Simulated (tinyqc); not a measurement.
Double-gate transistor below threshold, two-dimensional Poisson equation on a small mesh: course of the iteration: Jacobi sweep.

Half of a symmetric double-gate structure: row 0 is the mid-plane of the body, where the normal field vanishes. Mobile charge is neglected (subthreshold), the body is fully depleted, and potentials are counted from the intrinsic level; rows run upward to the gate, columns from source to drain.

Mesh: rows i = 0..2 in the semiconductor (step hs = tb/2, row 2 on the interface), then 2 step(s) ho = tox/2 up to the gate row 4; columns j = 0..6 (step hy = L/6). Box integration, divided by eps0: up_i = eps hy/h of the interval above row i, dn_i = that of the interval below (0 for row 0), lat_i = (sum of eps h/2 over the intervals above and below)/hy, s_i = -q Na w_i hy/eps0 with w_i the semiconductor height of the box (hs/2 for row 0 and the interface row, hs between, 0 in the insulator). Each free node obeys (up + dn + 2 lat) psi = up psi(above) + dn psi(below) + lat [psi(left) + psi(right)] + s.

Free nodes: rows 0..3, columns 1..5, taken row by row from row 0, left to right. t = (up psi(above) + dn psi(below) + lat [psi(left) + psi(right)] + s)/(up + dn + 2 lat), with all neighbours from the previous sweep; psi(new) = t.

Stop when the largest change of psi is below 1e-7 V, or after 400 iterations. Fixed values: gate row Vg - Vfb; column 0 at Vbi and the last column at Vbi + Vd in the semiconductor, each running linearly to Vg - Vfb across the insulator.

Parameters, values chosen for the exercise; semiconductor permittivity close to that of gallium nitride: relative permittivity of the semiconductor eps_r = 9.5; relative permittivity of the insulator eox = 7.5; half the body thickness tb = 4 nm; insulator thickness tox = 3.5 nm; channel length L = 24 nm; acceptor density of the depleted body Na = 0 cm^-3; potential of the source Vbi = 0.52 V; gate offset Vfb = -0.01 V; gate voltage Vg = 0.05 V; drain voltage Vd = 0.05 V.

Constants: q = 1.602176634e-19 C, eps0 = 8.8541878128e-14 F/cm where lengths are in cm. Results are converted to the units shown.

psi at the start (fixed values on the edges, free nodes at the gate value) (V):
```
,j=0,j=1,j=2,j=3,j=4,j=5,j=6
row 0,0.520000,0.060000,0.060000,0.060000,0.060000,0.060000,0.570000
row 1,0.520000,0.060000,0.060000,0.060000,0.060000,0.060000,0.570000
row 2,0.520000,0.060000,0.060000,0.060000,0.060000,0.060000,0.570000
row 3,0.290000,0.060000,0.060000,0.060000,0.060000,0.060000,0.315000
row 4,0.060000,0.060000,0.060000,0.060000,0.060000,0.060000,0.060000
```

```
row,up,dn,lat,s (V)
0,19,0,2.375,0
1,19,19,4.75,0
2,17.1429,19,4.01562,0
3,17.1429,17.1429,3.28125,0
```

Course of the iteration:
```
iteration,"psi at row 0, j = 3 (V)",largest |change| of one entry (V)
1,0.06,0.0510
2,0.06,0.0408
3,0.06097,0.0317
4,0.0632980,0.0238
5,0.0667822,0.0196
6,0.0710746,0.0149
7,0.0761618,0.0127
8,0.0814417,9.90e-3
9,0.0871441,8.61e-3
...,...,...
132,0.174108,1.93e-7
133,0.174108,1.85e-7
134,0.174108,1.62e-7
135,0.174108,1.56e-7
136,0.174108,1.36e-7
137,0.174108,1.31e-7
138,0.174109,1.15e-7
139,0.174109,1.10e-7
140,0.174109,9.62e-8
```

Did this iteration meet its convergence test, and what does its course show?

Yes. Converged in 140 iterations. At the end each change is about 0.88 times the one before: linear convergence.

tinyqc, about 0.2 s, one thread, Intel Xeon 2.30GHz (shared host): `OMP_NUM_THREADS=1 python tinyqc.py 2480112 2480113 out.jsonl`
